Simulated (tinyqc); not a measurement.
Planar ballistic transistor, top-of-the-barrier model: one step of the calculation.

At the top of the source barrier, states moving towards the drain are filled by the source (Fermi level 0) and states moving back by the drain (Fermi level -q Vd); nothing scatters. U is the shift of the band edge there, set by the capacitances CG, CD and CS (the total) and by the charge. Parabolic two-dimensional band; the source is grounded.

Question. Self-consistent potential at the barrier top. eta1 = -(E0 + U)/Vt, eta2 = eta1 - Vd/Vt, n = (N0/2)[F_0(eta1) + F_0(eta2)], F_0(x) = ln(1 + exp x). U(out) = UL + q (n - n0)/CS. Newton step: U(new) = U + (U(out) - U)/(1 + CQ/CS), CQ = (q/Vt) dn/d(eta1) with both F' summed; F_0'(x) = 1/(1 + exp(-x)).

Inputs (values chosen for the exercise); mass and valleys close to those of indium arsenide:
```
symbol  value  unit                                                                 meaning
T         400     K                                                             temperature
E0       0.17    eV  band edge at the barrier top above the source Fermi level at zero bias
Vd        0.1     V                                                           drain voltage
```

Constants: q = 1.602176634e-19 C, kB = 1.380649e-23 J/K, Vt = kB T/q. Results are converted to the units shown.

U after iteration 1 = -0.35278145 eV
N0 = 4.1180926e11 cm^-2
CS = 1.1850148 uF/cm^2
n0 = 2.9595717e9 cm^-2
UL = -0.5669 eV

Give: eta1; eta2; n; U(out); CQ; U after iteration 2.

Answer.

eta1 = 5.303
eta2 = 2.402
n = 1.605e12 cm^-2
U(out) = -0.3503 eV
CQ = 1.830 uF/cm^2
U after iteration 2 = -0.3518 eV

Computed by the program tinyqc: `OMP_NUM_THREADS=1 python tinyqc.py 2400005 2400006 out.jsonl`, one thread of a shared Intel Xeon 2.30GHz, about 0.01 s for the whole run.
